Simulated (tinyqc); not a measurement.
Inside a calculation: Wannier functions of a composite (isolated) pair of valence bands (bonds of an sp chain). Values are carried at full precision from step to step, so a last printed digit may differ when a step is redone from the rounded ones.

Each atom has a hybrid pointing left (<) and right (>). H(k): diagonal +V3 on A, -V3 on B; <A<|A>> = -V1a, <B<|B>> = -V1b, <A>|B<> = -V2, <B>|A<> = -V2p exp(ik); k in 1/a, Bloch sums with exp(ikR). The two lowest bands are filled. Trial functions in cell 0: g1 = cos(c) A> + sin(c) B<, and g2 = sin(c) B> + cos(c) A< of cell 1, whose Bloch vector has cos(c) exp(-ik) on A<. Projection A_mn = <psi_m|g_n>, S = A^+ A, Loewdin U = A S^(-1/2), Bloch-like states w_n = sum_m psi_m U_mn, H_W(k) = U^+ diag(E) U. P = sum_m |psi_m><psi_m| is free of phase choices, and S = g^+ P g, w = P g S^(-1/2).

Inputs chosen for the exercise:
- V2 = 4.16 eV (coupling in the bond A-B inside the cell)
- V2p = 3.35 eV (coupling in the bond to the next cell)
- V1a = 0.95 eV (coupling of the two hybrids on A)
- V1b = 1.51 eV (the same on B)
- V3 = 0.42 eV (A at +V3, B at -V3)
- j = 1 (mesh point, k = 2 pi j/N)
- N = 5 (k points)
- c = 45 degrees (trial bonds cos(c) on A, sin(c) on B)
- xb = 0.57 a (position of B (A at 0))

## H at one mesh point

Fill in the matrix.

H(k) (eV), rows A<, A>, B<, B> and columns alike:
$$\begin{pmatrix}
0.4200 & -0.9500 & 0 & -1.0352+3.1860i \\
-0.9500 & 0.4200 & -4.1600 & 0 \\
0 & -4.1600 & -0.4200 & -1.5100 \\
-1.0352-3.1860i & 0 & -1.5100 & -0.4200
\end{pmatrix}$$

## Levels and the projector on the filled bands

Diagonalise; P = sum over the two lowest states of |psi><psi|.

levels (eV): [-4.9653, -2.7494, 2.8193, 4.8954]

P, rows A<, A>, B<, B> and columns alike:
$$\begin{pmatrix}
0.4411 & 0.0403+0.0945i & 0.0050+0.0093i & 0.1244-0.4695i \\
0.0403-0.0945i & 0.4534 & 0.4865+0.0216i & -0.0102-0.0061i \\
0.0050-0.0093i & 0.4865-0.0216i & 0.5468 & 0.0838+0.0594i \\
0.1244+0.4695i & -0.0102+0.0061i & 0.0838-0.0594i & 0.5586
\end{pmatrix}$$

The filled states put 1.789 electrons on A and 2.211 on B at this k.

## Loewdin orthogonalisation

The trial vectors are the columns g1 = (0, cos c, sin c, 0), g2 = (cos c exp(-ik), 0, 0, sin c), k = 2 pi j/N. Form S = g^+ P g, its eigenvalues, S^(-1/2), and w = P g S^(-1/2).

S, rows 1, 2 and columns alike:
$$\begin{pmatrix}
0.9866 & -0.0056-0.0109i \\
-0.0056+0.0109i & 0.9848
\end{pmatrix}$$

eigenvalues of S: [0.9734, 0.9980]

S^(-1/2), rows 1, 2 and columns alike:
$$\begin{pmatrix}
1.0068 & 0.0028+0.0056i \\
0.0028-0.0056i & 1.0078
\end{pmatrix}$$

w, rows A<, A>, B<, B>; columns 1, 2:
$$\begin{pmatrix}
0.0292+0.0711i & 0.1854-0.6331i \\
0.6687+0.0156i & -0.0606-0.0487i \\
0.7360-0.0156i & 0.0566+0.0410i \\
0.0546-0.0420i & 0.7440+0.0193i
\end{pmatrix}$$

The combinations of the trial bonds that diagonalise S lie 97.3 to 99.8 % inside the filled space; an eigenvalue near zero would mark a poor choice.

## The Hamiltonian in the new basis

H_W = w^+ H w; its eigenvalues must be the two filled levels.

H_W(k) (eV), rows 1, 2 and columns alike:
$$\begin{pmatrix}
-4.259 & -0.958+0.385i \\
-0.958-0.385i & -3.456
\end{pmatrix}$$

eigenvalues (eV): [-4.965, -2.749]

## Hoppings between the Wannier functions

H_mn(R) = (1/N) sum_k exp(-ikR) H_W,mn(k), the coupling of function m in cell 0 to function n in cell R.

H(R) (eV):
```
R        11       12       21       22
-2   0.0015  -0.0044  -0.0007   0.0015
-1   0.0458  -0.4135  -0.0115   0.0454
0   -4.2851  -0.8310  -0.8310  -3.4812
1    0.0458  -0.0115  -0.4135   0.0454
2    0.0015  -0.0007  -0.0044   0.0015
```

The bond levels are -4.285 and -3.481 eV, against -sqrt(V2^2 + V3^2) = -4.181 and -3.376 for isolated bonds. Neighbouring bonds couple by -0.831 eV through B; the bond-orbital estimate is -V1b (1 + ap)/2 = -0.839 with the mean V2 in ap = V3/sqrt(V2^2 + V3^2).

## The functions in real space

w_n(R) = (1/N) sum_k exp(ikR) w_n(k); point-like hybrids at R (A) and R + xb (B) give centres and spreads.

Function 1:
```
R        A<       A>       B<       B>
-2  -0.0002   0.0005  -0.0001  -0.0019
-1   0.0012   0.0092  -0.0052  -0.0418
0    0.0481   0.6682   0.7347   0.0655
1   -0.0716  -0.0067   0.0107   0.0012
2   -0.0034  -0.0002   0.0006  -0.0001
```

centres (a): 1 0.3146, 2 0.7564

spreads (a^2): 1 0.0837, 2 0.0499

Function 1 has 98.6 % of its weight on the two hybrids of its bond. Its centre lies +0.0296 a from the middle of the bond, towards B, the atom with the lower level.

## Checks

- Eigenvalues of H_W against the filled levels: they agree to 1e-10 or better.
- W^+ w against the unit matrix: they agree to 1e-10 or better.

tinyqc: `OMP_NUM_THREADS=1 python tinyqc.py 1482535 1482536 out.jsonl`; about 0.2 s, one thread, shared Intel(R) Xeon(R) Processor @ 2.30GHz.
